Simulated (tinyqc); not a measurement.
## Trap density from two Hall measurements

Problem. p-type body, charge-sheet picture, full ionisation (an idealisation for deep acceptors), Boltzmann statistics for free electrons. e = Ec - EF at the surface. psi = Eg - Vt ln(Nv/Na) - e; N_dep = sqrt(2 eps0 eps_r Na (psi - Vt)/q); n_f = sqrt(N_dep^2 + 2 eps0 eps_r Vt Nc exp(-e/Vt)/q) - N_dep; Vg = Vfb + psi + q (N_dep + n_t + n_f)/Cox, Cox = eps0 eox/tox. Find e and n_t at both points and the mean trap density between them.

Parameters, values chosen for the exercise; band and dielectric values close to those of 4H silicon carbide:
- T = 300 K (temperature)
- Eg = 3.25 eV (band gap)
- eps_r = 9.66 (relative permittivity)
- Nc = 1.69e19 cm^-3 (conduction-band density of states at T)
- Nv = 2.47e19 cm^-3 (valence-band density of states at T)
- eox = 3.9 (relative permittivity of the insulator)
- tox = 60 nm (insulator thickness)
- Na = 2.5e16 cm^-3 (acceptor density)
- Vfb = -2.31 V (flat-band voltage without trapped charge)

Constants: q = 1.602176634e-19 C, kB = 1.380649e-23 J/K, Vt = kB T/q, eps0 = 8.8541878128e-14 F/cm where lengths are in cm. Results are converted to the units shown.

Vg (V): 3.1648385  3.5336338
free sheet density from the Hall effect (cm^-2): 4.8183869e8  1.4716554e10

Answer. Each n_f fixes e; what the gate voltage holds beyond psi, N_dep and n_f is trapped; the difference quotient is the density, smeared over a few Vt.

e (eV): 0.223  0.134
n_t (cm^-2): 7.48e10  1.48e11
mean trap density = 8.17e11 cm^-2 eV^-1

Program tinyqc, `OMP_NUM_THREADS=1 python tinyqc.py 2222161 2222162 out.jsonl`; Intel Xeon 2.30GHz, shared host, one thread, about 0.02 s.
